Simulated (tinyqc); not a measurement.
Donors with valley-orbit split 1s states, step by step. Values are carried at full precision from step to step, so a last printed digit may differ when a step is redone from the rounded ones.

Each donor binds at most one electron, in any of its states. For a site s, W_s = sum over its states of g exp(E/kT), and the ionised share is 1/(1 + W_s exp(eta)), eta = (EF - Ec)/kT; n = Nc F_1/2(eta); neutrality n + NA = ND x (mean ionised share); holes are neglected. Nc from N = 2 (m kB T/(4 pi c))^(3/2) with c = hbar^2/2m0, in 1/angstrom^3; times 1e24 for 1/cm^3, m = md. F_j(eta) = (1/Gamma(j + 1)) integral_0^infinity x^j dx/(1 + exp(x - eta)), which tends to exp(eta) for eta << 0.

Constants: hbar^2/2m0 = 3.80998211 eV angstrom^2; kB = 8.617333262e-05 eV/K.

Inputs chosen for the exercise (near those of As in Si; not measured data): md = 1.062 m0 (density-of-states mass of the conduction band); E = (54.2, 33.2, 31.7) meV (binding energies of 1s(A1), 1s(T2), 1s(E)); g = (2, 6, 4) (their degeneracies with spin); T = 400 K; ND = 6.7e+17 1/cm^3 (donors); NA = 8.5e+16 1/cm^3 (compensating acceptors, all ionised); mu0 = 68 cm^2/(V s) (mobility at heavy doping); mu1 = 1412 cm^2/(V s) (mobility at light doping and 300 K); Nr = 9.8e+16 1/cm^3 (reference doping); de = 0.72 (doping exponent); ga = 2.3 (temperature exponent).

## Partition sums of the neutral donor

Give each term g exp(E/kT), W_s, and the effective degeneracy W_s exp(-E_ground/kT).

Nc = 4.2283e+19 1/cm^3

terms: 1s(A1) 9.637, 1s(T2) 15.72, 1s(E) 10.03

W_s: donor 35.390

effective degeneracy: donor 7.345

The ground state alone would give 2 and all states together 12; here the excited states hold 73 % of the bound electrons.

## Neutrality

Solve for eta.

eta = -4.626
n = 4.13e+17 1/cm^3

ionised share: donor 0.743

n is 0.705 of ND - NA.

## Mobility and resistivity

Mobility (Caughey-Thomas form): mu = mu0 + (mu1 (T/300)^(-ga) - mu0)/(1 + ((ND + NA)/Nr)^de); rho = 1/(e n mu), e = 1.602176634e-19 C.

Compare with full ionisation, n = ND - NA.

mu = 191.5 cm^2/(V s)
rho = 0.0790 ohm cm
rho at full ionisation = 0.0557 ohm cm

Incomplete ionisation raises rho by a factor 1.42.

## Checks

- n at ND = 1e13 1/cm^3 against the root of n^2 = (Nc/W)(ND - n) (1/cm^3): both 1.000e+13.

Run: tinyqc, `OMP_NUM_THREADS=1 python tinyqc.py 1650661 1650662 out.jsonl`; Intel(R) Xeon(R) Processor @ 2.30GHz, one thread, shared host; about 0.02 s of CPU time with all checks.
